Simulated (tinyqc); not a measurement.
Drifting, spreading and decaying minority pulse (Haynes-Shockley), explicit time steps: one step of the calculation.

Low injection in a uniform field: dn/dt = D d2n/dx2 - v dn/dx - n/tau with D = mu Vt and v = mu F towards +x. Exact solution on an infinite bar for a Gaussian start at x0: n = N0 exp(-t/tau) exp(-(x - x0 - v t)^2/(2 s^2))/sqrt(2 pi s^2), s^2 = s0^2 + 2 D t.

Question. Densities after a time step. (L n)_i = a n_(i-1) + b n_i + c n_(i+1), n = 0 beyond the ends. Explicit step: n(new) = n + L n.

a = 0.56622326
b = -0.86455763
c = 0.28166770
n at t = 2 dt, node 1 to 11 (in units of 1e12 cm^-3): 0.2099064  0.6201712  1.2981766  2.0119036  2.1079962  1.7527452  0.7803129  0.1274318  0.0067747  0.0001136  0.0000006

Wanted: n at t = 3 dt.

Answer.

n at t = 3 dt, node 1 to 11 (in units of 1e12 cm^-3): 0.2031  0.5685  1.0937  1.6013  1.9184  1.6508  1.1340  0.4610  0.0731  0.0039  0.0001

Numbers from tinyqc (`OMP_NUM_THREADS=1 python tinyqc.py 2310102 2310103 out.jsonl`; about 0.01 s on one thread of a shared Intel Xeon 2.30GHz).
